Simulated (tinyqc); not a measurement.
Transmission against energy, and which matching rule a chain obeys: heterojunction of two tight-binding chains.

Left chain: hopping -t1, sites at 2 t1 (band bottom 0). Right chain: hopping -t2, sites at dE + 2 t2 (bottom dE). t = c/(m a^2), c = hbar^2/2m0. The bond across the interface is -tc with tc = f sqrt(t1 t2), and the last left site has the extra energy U. In a chain E = bottom + 2t (1 - cos(ka)); the surface Green function of a half chain is g = -exp(ika)/t, with Im k > 0 where cos(ka) > 1.

Constants: hbar^2/2m0 = 3.80998211 eV angstrom^2.

Parameters, chosen for this exercise (masses and offset of the size met at Si / SiGe; not measured data): a = 4 angstrom (site spacing); m1 = 0.188 m0 (mass on the left); m2 = 0.219 m0 (mass on the right); dE = 0.13 eV (band offset); f = 1 (factor on the interface hopping); U = -0.99 eV (extra energy on the last left site).

Chain A is the junction as given; chain B has tc = sqrt(t1 t2) and U = 0; chain C has tc = t2 and U = t2 - t1, the finite-difference form of -d/dx (c/m) d/dx. Continuum formulas T = 4 x y/(x + y)^2 with parabolic k: x, y = k/m on each side (BenDaniel-Duke) or x, y = k (slope continuous).

T:
```
E - dE (eV)  E (eV)  chain A  chain B  chain C  k/m matched  k matched
0.002         0.132   0.0663   0.4100   0.3638       0.3676     0.4141
0.005         0.135   0.1033   0.5648   0.5091       0.5137     0.5696
0.010         0.140   0.1440   0.6901   0.6314       0.6363     0.6950
0.020         0.150   0.2002   0.8066   0.7508       0.7556     0.8111
0.050         0.180   0.3069   0.9213   0.8780       0.8818     0.9245
0.100         0.230   0.4175   0.9697   0.9388       0.9417     0.9716
0.200         0.330   0.5496   0.9916   0.9718       0.9738     0.9925
0.400         0.530   0.6845   0.9987   0.9869       0.9883     0.9990
```

What can be read from this table?

Chain C follows the k/m rule within 0.0050 and chain B the plain k rule within 0.0049, while the two rules differ by up to 0.0587: in B the self-energy of the right side is -t1 exp(i k2 a), so only k2 enters, and in C it is -t2 exp(i k2 a), which carries 1/m2. Chain A, with f = 1 and U = -0.99 eV, has an interface term of its own and lies up to 0.6144 from B and 0.5711 from C.

tinyqc: `OMP_NUM_THREADS=1 python tinyqc.py 1451471 1451472 out.jsonl`; about 0.01 s, one thread, shared Intel(R) Xeon(R) Processor @ 2.30GHz.
